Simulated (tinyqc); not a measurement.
Landau-Devonshire theory of a uniaxial ferroelectric: one step, computed by the program tinyqc. Command: `OMP_NUM_THREADS=1 python tinyqc.py 3018924 3018925 out.jsonl ferro walk`. One thread of a shared host (Intel(R) Xeon(R) Processor @ 2.30GHz), about 0.01 s of CPU time with the checks.

G(P) = (alpha/2) P^2 + (beta*/4) P^4 + (gamma/6) P^6 - E P per volume, SI units, one domain, P along the polar axis, which is normal to the film.

Problem. A capacitor with imperfect screening. Between shorted electrodes with screening length lambda each, the depolarising field is -k P, k = 2 lambda/(eps_0 (d + 2 lambda eps_b)), so alpha turns into alpha + k. Ps^2 = [-beta* + sqrt(beta*^2 - 4 alpha gamma)]/(2 gamma). The polar state is the lowest uniform state while alpha + k < 0 (beta* > 0) or < 3 beta*^2/(16 gamma) (beta* < 0); setting the equality gives the critical thickness d_c.

Inputs (values chosen for the exercise, for a model ferroelectric):

| quantity | value | unit |
|---|---|---|
| Curie-Weiss temperature T0 | 740 | K |
| temperature T | 550 | K |
| film thickness d | 3.3 | nm |
| screening length lambda | 0.017 | nm |
| background permittivity eps_b | 10 | - |

Sample: epitaxial film.

alpha = -9.742571e+07 J m/C^2

beta* = 2.996429e+09 J m^5/C^4

Constants: eps_0 = 8.8541878128e-12 F/m.

Give: depolarising coefficient k; polarisation of the film; size of the depolarising field; critical thickness d_c.

Solution.

depolarising coefficient k = 1.055e+09 J m/C^2

polarisation of the film = 0 microcoulomb/cm^2

size of the depolarising field = 0 MV/m

critical thickness d_c = 39.07 nm

The film is thinner than d_c, so the uniform polar state is not the lowest one; a real film may break into domains or be non-polar.
